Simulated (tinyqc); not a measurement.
Worked calculation: CIS on RHF in the sto-6g basis, for H4, spin multiplicity 1. One step of it, computed by the program tinyqc.

Problem. CIS matrix, triplets. A(ia,jb) = (e_a - e_i) d_ij d_ab - (ij|ab).

orbital energies (hartree): MO1 -0.684873, MO2 -0.472754, MO3 0.462615, MO4 1.070542

Two-electron integrals over orbitals (pq|rs), unique and non-zero (hartree):
```
(11|11) 0.503428    (21|21) 0.182415    (22|11) 0.473011    (22|22) 0.486728
(31|11) -0.067119   (31|22) -0.000569   (31|31) 0.106765    (32|21) 0.087909
(32|32) 0.114404    (33|11) 0.478633    (33|22) 0.476241    (33|31) -0.019390
(33|33) 0.499135    (41|21) 0.034138    (41|32) -0.059600   (41|41) 0.087594
(42|11) 0.075810    (42|22) 0.019465    (42|31) -0.098834   (42|33) 0.018787
(42|42) 0.106072    (43|21) -0.173106   (43|32) -0.088224   (43|41) -0.031529
(43|43) 0.186289    (44|11) 0.531164    (44|22) 0.503605    (44|31) -0.072577
(44|33) 0.520100    (44|42) 0.085947    (44|44) 0.595859
```

Give: CIS matrix A, triplet.

Solution.

CIS matrix A, triplet (hartree), order 1>3, 1>4, 2>3, 2>4:
$$\begin{pmatrix}
0.6689 & 0.0000 & 0.0000 & 0.1731 \\
0.0000 & 1.2243 & 0.1731 & 0.0000 \\
0.0000 & 0.1731 & 0.4591 & 0.0000 \\
0.1731 & 0.0000 & 0.0000 & 1.0397
\end{pmatrix}$$
